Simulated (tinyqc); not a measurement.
Biaxially strained (001) channel, valley splitting in an inversion layer: one step of the calculation.

A thin layer grown on a relaxed buffer is stretched in the plane. The two valleys with their long axis along the growth direction (D2) sink against the four in-plane ones (D4); confinement in a triangular well splits them too. Only the lowest subband of each set is kept; one relaxation time, so the weakening of intervalley scattering is left out.

Problem. Fermi level by Newton steps. f = N2 ln(1 + exp((EF - E2)/Vt)) + N4 ln(1 + exp((EF - E4)/Vt)) - Ns, f' = [N2/(1 + exp((E2 - EF)/Vt)) + N4/(1 + exp((E4 - EF)/Vt))]/Vt, EF(new) = EF - f/f'.

Parameters, values chosen for the exercise:
```
symbol   value   unit            meaning
T          350      K        temperature
Ns      8.8e11  cm^-2  inversion density
```

Constants: q = 1.602176634e-19 C, kB = 1.380649e-23 J/K, Vt = kB T/q. Results are converted to the units shown.

EF at the start = 0.177 eV
E2 = 0.17723442 eV
E4 = 0.49403670 eV
N2 = 4.8632370e12 cm^-2
N4 = 2.1328031e13 cm^-2

Wanted: f; f'; EF after iteration 1.

Solution.

f = 2.473e12 cm^-2
f' = 8.033e13 cm^-2/eV
EF after iteration 1 = 0.1462 eV

tinyqc, about 0.01 s, one thread, Intel Xeon 2.30GHz (shared host): `OMP_NUM_THREADS=1 python tinyqc.py 2530071 2530072 out.jsonl`
